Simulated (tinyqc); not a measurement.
Bond-orbital model of a tetrahedral semiconductor (Harrison's universal couplings): one step. Metallicity and a gap from the bond picture. Three cases, with inputs chosen for the exercise.

Problem. Neighbouring bonds couple through V1: averaged V1b = V1c (1 - ap)/2 + V1a (1 + ap)/2 for the bond band and V1x = V1c (1 + ap)/2 + V1a (1 - ap)/2 for the antibond band. The top of the bond band lies V1b above the bond level and the bottom of the antibond band 3 V1x below the antibond level, so the gap is 2 sqrt(V2^2 + V3^2) - V1b - 3 V1x; metallicity am = (V1b + 3 V1x)/(2 sqrt(V2^2 + V3^2)).

Hybrid level eh = (es + 3 ep)/4; metallic energy V1 = (ep - es)/4 for each atom; covalent energy V2 = 3.22 hbar^2/(m d^2); polar energy V3 = (ehc - eha)/2; hbar^2/m = 2c, c = hbar^2/2m0. Polarity ap = V3/sqrt(V2^2 + V3^2), covalency ac = V2/sqrt(V2^2 + V3^2). p-p coupling at Gamma Exx = (4/3)(2.22 - 2 x 0.63) hbar^2/(m d^2) = 1.28 hbar^2/(m d^2), s-s coupling Ess = 4 x 1.32 hbar^2/(m d^2).

Case 1.

V1 (eV): cation 1.187500, anion 1.900000

V2, V3 (eV): 3.107393  1.781250

ap = 0.497316

Case 2.

V1 (eV): cation 1.227500, anion 3.067500

V2, V3 (eV): 9.828667  3.545000

ap = 0.339285

Case 3.

V1 (eV): cation 1.857500, anion 2.125000

V2, V3 (eV): 7.016582  1.863750

ap = 0.256719

Give: V1b, V1x; gap; am.

Solution.

Case 1.

V1b, V1x (eV): 1.7209  1.3666

gap = 1.343 eV
am = 0.813

Case 2.

V1b, V1x (eV): 2.4596  1.8354

gap = 12.931 eV
am = 0.381

Case 3.

V1b, V1x (eV): 2.0256  1.9569

gap = 6.623 eV
am = 0.544

The gap closes where am reaches one. The model gives trends; its gap can miss the real one by a factor of two to five, most in ratio for narrow gaps and most in eV for first-row compounds.

Computed by tinyqc, one run a case: `OMP_NUM_THREADS=1 python tinyqc.py N N+1 out.jsonl` with N = 1450335, 1450406, 1450664; one thread of a shared Intel(R) Xeon(R) Processor @ 2.30GHz, about 0.01 s a run at most.
